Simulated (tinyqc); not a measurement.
Localisation in a chain with random site energies (transfer matrices), step by step. Values are carried at full precision from step to step, so a last printed digit may differ when a step is redone from the rounded ones.

Hopping -t; leads with site energy 0, E = -2t cos(ka). psi_(j+1) = ((e_j - E)/t) psi_j - psi_(j-1), a product of matrices M_j = [[(e_j - E)/t, -1], [1, 0]]. For M = M_N ... M_1 the transmission is T = 4 sin^2(ka)/|M21 - M12 + M22 exp(ika) - M11 exp(-ika)|^2. Long samples draw e_j = W (x_j/2147483647 - 1/2) from x_j = 16807 x_(j-1) mod 2147483647, starting at x0. The localisation length xi, in sites, is defined by ln T = -2N/xi on average; weak disorder gives xi = 24 (4t^2 - E^2)/W^2, and the mean free path for backscattering is xi/2.

Inputs chosen for the exercise:
- t = 0.96 eV (hopping)
- E = -1.13 eV (energy)
- e = (0.9, 0.53, 0.22, 1, 0.58, 0.01) eV (site energies of the short sample)
- W = 2.07 eV (full width of the disorder)
- a = 4.9 angstrom (spacing)

## The product of transfer matrices

Multiply site by site and give T for each length.

Running product:
```
j,(e_j - E)/t,M11,M12,M21,M22,T
1,2.1146,2.1146,-1.0000,1.0000,0.0000,0.7484
2,1.7292,2.6565,-1.7292,2.1146,-1.0000,0.5616
3,1.4062,1.6211,-1.4316,2.6565,-1.7292,0.5827
4,2.2188,0.9403,-1.4473,1.6211,-1.4316,0.8849
5,1.7812,0.0538,-1.1463,0.9403,-1.4473,0.9623
6,1.1875,-0.8764,0.0860,0.0538,-1.1463,0.9645
```

T is 0.9645 for the whole sample and does not fall steadily (it rises at j = 3, 4, 5 and 6): reflected waves interfere. The determinant of M stays 1.

## The same sites added without interference

One site alone reflects R_j = e_j^2/(e_j^2 + 4t^2 - E^2); incoherent addition sums R/(1 - R), and T = 1/(1 + sum).

R_j: 0.2516  0.1044  0.0197  0.2933  0.1225  0.0000

sum of R/(1 - R) = 1.0275
T without interference = 0.4932

The coherent product gives 0.9645 for this sample.

## Weak-disorder lengths

Form ka, xi, xi a and the mean free path xi a/2.

ka = 0.9415 rad
xi = 13.50 sites

lengths (nm): localisation 6.613, mean free path 3.306

The formula needs xi well above one site.

## Checks

- T from the product against the Green function: both 0.96449.

Run: tinyqc, `OMP_NUM_THREADS=1 python tinyqc.py 1452308 1452309 out.jsonl`; Intel(R) Xeon(R) Processor @ 2.30GHz, one thread, shared host; about 0.04 s of CPU time with all checks.
